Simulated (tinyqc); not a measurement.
# Changing the grain-boundary reflection R

Model: size effects in the resistivity of thin metal films and interconnect lines. Computed by tinyqc, a small Python program. Command: `OMP_NUM_THREADS=1 python tinyqc.py 3006503 3006504 out.jsonl size sweep`. One thread of a shared host (Intel(R) Xeon(R) Processor @ 2.30GHz), about 0.01 s of CPU time with the checks.

Electrons lose their drift at surfaces (a share 1 - p of the hits) and at grain boundaries (reflection R), besides bulk scattering. The line sits in a trench with a non-conducting liner on both walls and the bottom; the spacing equals the drawn width.

Inputs (values chosen for the exercise, modelled on ruthenium):

| quantity | value | unit |
|---|---|---|
| bulk resistivity rho_b | 7.53 | microohm cm |
| bulk mean free path lambda | 6.56 | nm |
| specularity p | 0 | - |
| drawn line width w | 140 | nm |
| grain size over metal width | 0.84 | - |
| aspect ratio (height over width) | 2.2 | - |
| liner thickness t | 2.3 | nm |
| line length | 73 | micrometre |
| permittivity of the dielectric k | 3.1 | - |

Geometry: line.

Constants: eps_0 = 8.8541878128e-12 F/m.

Method:
- Metal width w_m = w - 2t, height h_m = (aspect ratio) w - t, grain size D = (ratio) w_m.
- Mayadas-Shatzkes: alpha = (lambda/D) R/(1 - R); rho_b/rho = 1 - 3 alpha/2 + 3 alpha^2 - 3 alpha^3 ln(1 + 1/alpha).
- Fuchs-Sondheimer film: rho_b/rho = 1 - (3/(2 kappa))(1 - p) int_0^1 (s - s^3)(1 - exp(-kappa/s))/(1 - p exp(-kappa/s)) ds, f = rho/rho_b, kappa = thickness/lambda, 80 Gauss-Legendre points.
- Line: the excess of a film of thickness w_m and of a film of thickness h_m are added, rho/rho_b = 1 + (f(w_m) - 1) + (f(h_m) - 1), an estimate that holds best when both sides exceed lambda.
- Total: rho = rho_b [1 + surface excess + grain excess]; resistance per length rho/(w_m h_m); capacitance per length C = 2 k eps_0 (aspect ratio + 1/2), a parallel-plate estimate for two neighbours plus a fixed term for the planes above and below; delay 0.38 R C L^2; effective resistivity per drawn area.

One run for each value:

| grain-boundary reflection R | resistivity rho (microohm cm) | rho/rho_b from grains | alpha |
|---|---|---|---|
| 0.05 | 7.76 | 1.005 | 0.0030 |
| 0.16 | 7.85 | 1.016 | 0.0110 |
| 0.26 | 7.96 | 1.030 | 0.0203 |
| 0.37 | 8.11 | 1.050 | 0.0339 |
| 0.48 | 8.32 | 1.078 | 0.0532 |
| 0.59 | 8.64 | 1.121 | 0.0830 |
| 0.69 | 9.13 | 1.186 | 0.1284 |
| 0.80 | 10.21 | 1.330 | 0.2307 |

What does the table show?

Over the rows, resistivity rho (microohm cm) rises from 7.76 to 10.2 (exponent d ln y / d ln x 0.0098 between the first rows and 0.76 between the last); rho/rho_b from grains rises from 1.00 to 1.33 (exponent d ln y / d ln x 0.010 between the first rows and 0.77 between the last); alpha rises from 0.00304 to 0.231 (exponent d ln y / d ln x 1.1 between the first rows and 4.0 between the last).

Extremes, crossings and ranges named in words are read from the listed rows.
